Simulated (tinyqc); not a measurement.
Changing the asymmetry L1: regular and subregular solution with a miscibility gap. Computed by tinyqc, a small Python program. Command: `OMP_NUM_THREADS=1 python tinyqc.py 3028313 3028314 out.jsonl regsol sweep`. One thread of a shared host (Intel(R) Xeon(R) Processor @ 2.30GHz), about 0.01 s of CPU time with the checks.

Per mole of mixing sites: G(x) = x (1 - x) [L0 + L1 (1 - 2x)] + R T [x ln x + (1 - x) ln(1 - x)], x the fraction of B.

Inputs (values chosen for the exercise, for a model alloy):

| quantity | value | unit |
|---|---|---|
| interaction L0 | 59.5 | kJ/mol |
| size misfit eta = d ln a/dx | 0.037 | - |
| temperature T | 2032 | K |
| start value s0 | 0.01 | - |

Source of L0: given.

Constants: R = 8.314462618 J/(mol K).

Method:
- L0 and eta are given.
- The spinodal is G'' = 0, R T_s(x) = x (1 - x) [2 L0 + 6 L1 (1 - 2x)]; the critical point is its maximum.
- G' = L0 (1 - 2x) + L1 (1 - 6x + 6x^2) + R T ln[x/(1 - x)]; G'' = -2 L0 - 6 L1 (1 - 2x) + R T/[x (1 - x)].
- Common tangent: F1 = G'(x1) - G'(x2) = 0 and F2 = [G - x G'](x1) - [G - x G'](x2) = 0. Newton step: J = [[G''(x1), -G''(x2)], [-x1 G''(x1), x2 G''(x2)]], J dx = -F; a step that would leave 0 < x < 1 is halved until it stays inside. The start is x1 = s0, x2 = 1 - s0.
- Stop when the step is below 1e-12, or when x1 and x2 meet within 1e-5; residuals under 1e-7 are shown as 0.

One run for each value:

| asymmetry L1 (kJ/mol) | critical composition x_c | critical temperature T_c (K) | solubility limit x1 | solubility limit x2 |
|---|---|---|---|---|
| -7.1 | 0.58223 | 3686.3 | 0.057064 | 0.97714 |
| -4.2 | 0.55127 | 3617.4 | 0.048119 | 0.97211 |
| -1.3 | 0.51633 | 3581.9 | 0.040141 | 0.96612 |
| 1.6 | 0.47993 | 3583.9 | 0.033214 | 0.95908 |
| 4.5 | 0.44531 | 3623.0 | 0.027325 | 0.95100 |
| 7.4 | 0.41484 | 3695.1 | 0.022396 | 0.94196 |
| 10.0 | 0.39169 | 3782.7 | 0.018700 | 0.93322 |
| 13.0 | 0.36958 | 3904.8 | 0.015168 | 0.92267 |
| 16.0 | 0.35161 | 4044.2 | 0.012297 | 0.91198 |

What does the table show, and why?

Over the rows, critical composition x_c falls from 0.582 to 0.352; critical temperature T_c (K) goes from 3690 through a minimum among these rows, 3580 at -1.30, to 4040; solubility limit x1 falls from 0.0571 to 0.0123. B in A costs L0 + L1 and A in B costs L0 - L1 at infinite dilution, so raising L1 lowers x1 and lets more A into B.

Caution (all rows): a real alloy may melt or decompose below this critical temperature.

Extremes, crossings and ranges named in words are read from the listed rows.
